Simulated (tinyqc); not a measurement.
# Zero-field depth and permittivity from two fields

Question. The apparent depth of a Coulomb trap is Et - sqrt(q F/(pi eps0 eps_r)). Find Et and eps_r.

Constants: q = 1.602176634e-19 C, eps0 = 8.8541878128e-14 F/cm where lengths are in cm. Results are converted to the units shown.

apparent depth at F = 5.5 and 22 kV/cm (eV): [0.24601605, 0.23203211]

Solution. The depth is linear in sqrt(F): the intercept is Et and the slope -sqrt(q/(pi eps0 eps_r)).

Et = 0.260 eV
eps_r = 16.2

Computed by the program tinyqc: `OMP_NUM_THREADS=1 python tinyqc.py 2050080 2050081 out.jsonl`, one thread of a shared Intel Xeon 2.30GHz, about 0.01 s for the whole run.
